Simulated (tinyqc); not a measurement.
Square-lattice Ising model by mean field, Bethe lattice, transfer matrix, exact enumeration and Monte Carlo steps: one step, computed by the program tinyqc. Command: `OMP_NUM_THREADS=1 python tinyqc.py 3015846 3015847 out.jsonl ising walk`. One thread of a shared host (Intel(R) Xeon(R) Processor @ 2.30GHz), about 0.06 s of CPU time with the checks.

H = -J sum over nearest pairs s_i s_j, s = +-1, no field, periodic boundaries; energies per site are in J. As a lattice gas or an alloy, s marks which species holds the site.

Problem. Transfer matrix. Strip of w sites, periodic across (for w = 2 the pair is joined by two bonds): T(s, s') = exp(K [sum_i s_i s'_i + (r(s) + r(s'))/2]), r(s) = sum_i s_i s_(i+1).

Inputs (values chosen for the exercise, for a model lattice): temperature T = 646 K; strip width w = 2.

K = 0.5586695

Give: T.

Solution.

T, lower triangle (symmetric):
```
       ++     +-     -+     --
++  9.343
+-  1.000  1.000
-+  1.000  0.107  1.000
--  1.000  1.000  1.000  9.343
```
